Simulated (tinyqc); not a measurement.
Pair-potential crystal by lattice sums: one step, computed by the program tinyqc.

Energy per atom E = (1/2) sum over neighbours of phi(r); d is the nearest-neighbour distance.

Question. Energy and virial pressure. E = (1/2) sum count x phi; P = -(1/(6 Omega)) sum count x r phi', Omega = 1.000000 d^3.

Inputs (values chosen for the exercise, for model atoms): pair minimum r0 = 3.85 angstrom; trial neighbour distance d/r0 = 0.962.

Potential: Morse. Structure: sc.

Shells:

| shell | count | r (angstrom) | phi (eV) | phi' (eV/angstrom) | phi'' (eV/angstrom^2) |
|---|---|---|---|---|---|
| 1 | 6 | 3.703700 | -0.1588421 | -0.1745378 | 1.469549 |
| 2 | 12 | 5.237823 | -0.0323363 | 0.0611684 | -0.083878 |
| 3 | 8 | 6.414997 | -0.0006698 | 0.0050343 | -0.021288 |

Constants: 1 eV/angstrom^3 = 160.2176634 GPa.

Give: energy at the trial distance; pressure at the trial distance.

Answer.

energy at the trial distance = -0.6732 eV/atom

pressure at the trial distance = -0.1180 GPa

The pressure is negative, so the lattice wants to contract.
